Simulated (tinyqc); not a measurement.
From results back to parameters: cyclotron resonance of ellipsoidal valleys, Si type. Three cases, with inputs chosen for the exercise.

Problem. The cyclotron masses of the valleys [100] and [001] at this angle were computed from hidden ml and mt.

Valleys along [100], [010], [001] (each with its opposite partner), mass ml along the axis and mt across it. B lies in the (1-10) plane, b = (sin(theta)/sqrt2, sin(theta)/sqrt2, cos(theta)). For the angle phi between B and the axis, 1/mc^2 = cos^2(phi)/mt^2 + sin^2(phi)/(mt ml). Resonance: h nu = 2 muB B/mc, h = 2 pi hbar.

Find: X = 1/mt^2; Y = 1/(mt ml); mt; ml.

Case 1.

Values chosen (out of a larger set: near those of Si; not measured data): theta = 79 degrees (angle of B from [001] towards [110]).

mc of [100] = 0.237705 m0
mc of [001] = 0.387078 m0

Solution.

X = 1/mt^2 = 30.52
Y = 1/(mt ml) = 5.773
mt = 0.181 m0
ml = 0.96 m0

With cos^2(phi) = 0.4818 and 0.0364, the two values of 1/mc^2 are linear equations for X and Y; mt = 1/sqrt(X), ml = sqrt(X)/Y.

Case 2.

Values chosen (out of a larger set: near those of Si; not measured data): theta = 78 degrees (angle of B from [001] towards [110]).

mc of [100] = 0.242328 m0
mc of [001] = 0.381797 m0

Solution.

X = 1/mt^2 = 29.22
Y = 1/(mt ml) = 5.850
mt = 0.185 m0
ml = 0.92 m0

With cos^2(phi) = 0.4784 and 0.0432, the two values of 1/mc^2 are linear equations for X and Y; mt = 1/sqrt(X), ml = sqrt(X)/Y.

Case 3.

Values chosen (out of a larger set: near those of Si; not measured data): theta = 67 degrees (angle of B from [001] towards [110]).

mc of [100] = 0.256577 m0
mc of [001] = 0.332795 m0

Solution.

X = 1/mt^2 = 28.29
Y = 1/(mt ml) = 5.558
mt = 0.188 m0
ml = 0.96 m0

With cos^2(phi) = 0.4237 and 0.1527, the two values of 1/mc^2 are linear equations for X and Y; mt = 1/sqrt(X), ml = sqrt(X)/Y.

Computed by tinyqc, one run a case: `OMP_NUM_THREADS=1 python tinyqc.py N N+1 out.jsonl` with N = 1250005, 1250155, 1250171; one thread of a shared Intel(R) Xeon(R) Processor @ 2.30GHz, about 0.01 s a run at most.
